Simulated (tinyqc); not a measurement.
Resonant-tunnelling diode, transfer matrices and Tsu-Esaki current: one step of the calculation.

Emitter (band edge 0), barrier d1, well Lw, barrier d2, collector (edge -V). The bias drops linearly over these layers and none in the contacts; each layer is cut into ns equal slices, flat at the value of their centres. E is the energy of motion across the layers, C = hbar^2/(2 m0), psi and psi'/m are continuous. Transport is coherent, T(E) is taken as independent of the transverse momentum, and charge in the well is ignored.

Task. Running product of the slice matrices at the trial energy. For the pair (psi, psi'/m) a flat layer has M = [[cos kd, (m/k) sin kd], [-(k/m) sin kd, cos kd]] with k = sqrt(m (E - U)/C) above its edge U, and M = [[cosh Kd, (m/K) sinh Kd], [(K/m) sinh Kd, cosh Kd]] with K = sqrt(m (U - E)/C) below it. Later slices stand to the left. With M acting on (psi, psi'/m) and v = k/m in each lead, T(E) = 4 vL vR/[(vL vR M12 - M21)^2 + (vR M11 + vL M22)^2]. vL = sqrt(mw E/C)/mw, vR = sqrt(mw (E + V)/C)/mw.

Parameters, values chosen for the exercise; masses and offsets close to those of GaN wells and AlGaN barriers:
```
symbol    value  unit                                meaning
mw          0.2    m0  mass in the well, spacer and contacts
ns            2                         slices in each layer
V          0.21     V                  bias of the collector
E       0.05765    eV                           trial energy
```

Constants: q = 1.602176634e-19 C, hbar = 1.054571817e-34 J s, m0 = 9.1093837015e-31 kg, hbar^2/(2 m0) = 0.0380998212 eV nm^2. Results are converted to the units shown.

| slice | U (eV) | m (m0) | width (nm) |
|---|---|---|---|
| 0 | 0.59436170 | 0.26 | 0.7 |
| 1 | 0.56308511 | 0.26 | 0.7 |
| 2 | -0.08489362 | 0.2 | 1 |
| 3 | -0.12957447 | 0.2 | 1 |
| 4 | 0.44356383 | 0.26 | 0.65 |
| 5 | 0.41452128 | 0.26 | 0.65 |

Give: Product after each layer; T(E).

Result.

Product after each layer:

|  | M11 | M12 (nm) | M21 (1/nm) | M22 |
|---|---|---|---|---|
| barrier d1 | 7.132 | 0.9611 | 50.54 | 6.951 |
| well | 8.973 | 1.238 | -50.98 | -6.923 |
| barrier d2 | 4.183 | 0.6480 | 11.95 | 2.091 |

T(E) = 0.06977

Program tinyqc, `OMP_NUM_THREADS=1 python tinyqc.py 2600033 2600034 out.jsonl`; Intel Xeon 2.30GHz, shared host, one thread, about 0.1 s.
